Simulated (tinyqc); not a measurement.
Worked calculation: Jacobi rotations on a symmetric matrix. Computed by tinyqc, a small Python program that keeps every step. Settings: method = jacobi. Command: `OMP_NUM_THREADS=1 python tinyqc.py 31038 31039 out.jsonl` (the two numbers bound the seeds that draw the settings). One thread of a shared host (Intel(R) Xeon(R) Processor @ 2.60GHz), about 0.01 s of CPU time with the checks.

## Jacobi rotation 1

A:
```
           1          2          3          4          5
1   0.316000  -0.263000   0.069000   0.120000   0.212000
2  -0.263000   0.440000  -0.242000   0.137000   0.719000
3   0.069000  -0.242000   0.832000  -0.433000   0.073000
4   0.120000   0.137000  -0.433000   1.126000  -1.048000
5   0.212000   0.719000   0.073000  -1.048000   1.397000
```

Take the largest off-diagonal element A_pq; tan 2 theta = 2 A_pq / (A_qq - A_pp) with |theta| <= pi/4; A' = J^T A J with J_pp = J_qq = cos, J_pq = sin, J_qp = -sin.

p, q, theta (rad): 4.000000  5.000000  -0.721108

A':
```
           1          2          3          4         5
1   0.316000  -0.263000   0.069000   0.230095  0.080002
2  -0.263000   0.440000  -0.242000   0.577593  0.449573
3   0.069000  -0.242000   0.832000  -0.277020  0.340702
4   0.230095   0.577593  -0.277020   0.204777  0.000000
5   0.080002   0.449573   0.340702   0.000000  2.318223
```

## Jacobi rotation 2

As before.

p, q, theta (rad): 2.000000  4.000000  -0.684959

A':
```
           1          2          3          4          5
1   0.316000  -0.058111   0.069000   0.344581   0.080002
2  -0.058111   0.911834  -0.362670   0.000000   0.348169
3   0.069000  -0.362670   0.832000  -0.061437   0.340702
4   0.344581   0.000000  -0.061437  -0.267058  -0.284419
5   0.080002   0.348169   0.340702  -0.284419   2.318223
```

## Jacobi rotation 3

As before.

p, q, theta (rad): 2.000000  3.000000  0.730586

A':
```
           1          2          3          4          5
1   0.316000  -0.089324   0.012612   0.344581   0.080002
2  -0.089324   1.236777   0.000000   0.040997   0.031958
3   0.012612   0.000000   0.507057  -0.045757   0.486085
4   0.344581   0.040997  -0.045757  -0.267058  -0.284419
5   0.080002   0.031958   0.486085  -0.284419   2.318223
```

## All rotations

The off-diagonal norm falls at every rotation.

Rotations:
```
step    p    q      theta  off-diagonal norm
1       4    5  -0.721108           1.36e+00
2       2    4  -0.684959           1.08e+00
3       2    3   0.730586           9.54e-01
4       3    5   0.246313           6.62e-01
5       1    4  -0.434303           4.48e-01
6       4    5  -0.101229           1.65e-01
7       2    4  -0.045650           1.23e-01
8       1    2  -0.082863           8.40e-02
9       1    5  -0.022614           5.43e-02
10      2    5   0.022083           3.85e-02
11      3    4  -0.030623           1.19e-02
...   ...  ...        ...                ...
17      1    2   0.000755           5.80e-04
18      2    4  -0.000229           1.80e-04
19      1    5  -0.000047           1.21e-04
20      3    4  -0.000093           4.51e-05
21      2    5   0.000018           3.18e-05
22      2    3   0.000026           6.12e-07
23      1    4   3.49e-07           4.05e-07
24      1    3   3.39e-06           3.69e-08
25      3    5  -1.22e-08           7.99e-09
26      4    5  -1.76e-09           3.29e-09
27      2    4  -1.23e-09           1.41e-09
```

eigenvalues: -0.461121  0.385458  0.469625  1.245085  2.471953
